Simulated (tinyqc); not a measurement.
# Carrier lifetime of an n-type layer with SRH, radiative, Auger and surface recombination: two studies

Uniform excess density dn = dp (no trapping), n = n0 + dn, p = p0 + dn, Boltzmann statistics, full ionisation. Surfaces enter as a rate 2 S dn/d, which holds while diffusion to them is fast.

Parameters, values chosen for the exercise; band and dielectric values close to those of silicon:
```
symbol    value    unit                                      meaning
T           300       K                                  temperature
Eg         1.14      eV                                     band gap
Nc      2.83e19   cm^-3       conduction-band density of states at T
Nv       2.7e19   cm^-3          valence-band density of states at T
B       4.7e-15  cm^3/s                        radiative coefficient
N        1.5e15   cm^-3                                donor density
Cn        2e-31  cm^6/s            Auger coefficient (two electrons)
Cp      2.4e-31  cm^6/s                Auger coefficient (two holes)
Nt       9.8e11   cm^-3                                 trap density
sn        1e-17    cm^2          capture cross-section for electrons
sp        1e-17    cm^2              capture cross-section for holes
vth       1.3e7    cm/s             thermal velocity (both carriers)
Et         0.87      eV         trap level below the conduction band
S             0    cm/s  surface recombination velocity (both faces)
d            30      um                             sample thickness
```

Constants: q = 1.602176634e-19 C, kB = 1.380649e-23 J/K, Vt = kB T/q. Results are converted to the units shown.

Each table varies one quantity; the others keep the values above.

## Lifetime against injection

ni = sqrt(Nc Nv) exp(-Eg/(2 Vt)), Eg in volts; majority density N/2 + sqrt(N^2/4 + ni^2), n0 p0 = ni^2; n1 = Nc exp(-Et/Vt), p1 = Nv exp((Et - Eg)/Vt); tn0 = 1/(sn vth Nt), tp0 = 1/(sp vth Nt). With e = n p - ni^2 = dn (n0 + p0 + dn): U_SRH = e/(tp0 (n + n1) + tn0 (p + p1)), U_rad = B e, U_Aug = (Cn n + Cp p) e, U_s = 2 S dn/d. Each tau is dn over its rate; tau = dn/U with U the sum.

Lifetime against injection:
```
dn (cm^-3)  tau_SRH (s)  tau_rad (s)  tau_Aug (s)   tau (s)  radiative share (%)  largest path
1e11            0.01196       0.1418        2.222   0.01098                7.741           SRH
1e12            0.01197       0.1417        2.217   0.01098                7.746           SRH
1e13            0.01199       0.1409        2.176   0.01099                7.801           SRH
1e14            0.01220       0.1330        1.817   0.01110                8.350           SRH
1e15            0.01346      0.08511       0.5405   0.01138                13.37           SRH
1e16            0.01521      0.01850      0.01850  0.005752                31.09           SRH
1e17            0.01564     0.002096     2.224e-4  1.985e-4                9.470         Auger
1e18            0.01569     2.124e-4     2.268e-6  2.244e-6                1.056         Auger
1e19            0.01570     2.127e-5     2.272e-8  2.270e-8               0.1067         Auger
```

What does the table show?

SRH recombination leads at dn = 1e11, Auger from 1e17 on. The total lifetime goes from 0.0110 through a maximum of 0.0114 (at dn = 1e15 among the rows listed) to 2.27e-8 s. tau_SRH goes from 0.0120 s (low-injection limit 0.0120 s) to 0.0157 s (high-injection limit tn0 + tp0 = 0.0157 s). Between the last two rows tau_rad goes as dn^(-1.00) and tau_Aug as dn^(-2.00); the radiative share goes from 7.74 through a maximum of 31.1 (at dn = 1e16 among the rows listed) to 0.107 %. For dn = 1e19 the carriers are degenerate, where B and the Auger coefficients no longer stay constant.

## Effect of the trap level below the conduction band at dn = 1e15 cm^-3

Same model as above.

Here dn = 1e15 cm^-3.

The same in every row: tau_rad (s) = 0.08511; tau_Aug (s) = 0.5405.

Effect of the trap level below the conduction band at dn = 1e15 cm^-3:
```
Et (eV)  tau_SRH (s)   tau (s)  radiative share (%)  largest path
0.06           8.735   0.07292                85.68     radiative
0.19         0.06811   0.03536                41.55           SRH
0.31         0.01154  0.009974                11.72           SRH
0.44         0.01099  0.009563                11.24           SRH
0.57         0.01099  0.009560                11.23           SRH
0.7          0.01099  0.009563                11.24           SRH
0.82         0.01135  0.009829                11.55           SRH
0.95         0.06549   0.03464                40.70           SRH
1.08           8.334   0.07289                85.64     radiative
```

Read the table: what changes, and by how much?

Radiative recombination leads at Et = 0.06, SRH from 0.19, radiative from 1.08 on. tau_SRH goes from 8.74 through a minimum of 0.0110 (at Et = 0.57 among the rows listed) to 8.33 s and the total lifetime goes from 0.0729 through a minimum of 0.00956 (at Et = 0.57 among the rows listed) to 0.0729 s. tau_SRH is within a factor 1.5 of its lowest value for Et from 0.31 to 0.82 eV; nearer a band edge n1 or p1 outgrows the carrier densities and the trap re-emits what it captured.

Numbers from tinyqc (`OMP_NUM_THREADS=1 python tinyqc.py 2300064 2300065 out.jsonl`; about 0.01 s on one thread of a shared Intel Xeon 2.30GHz).
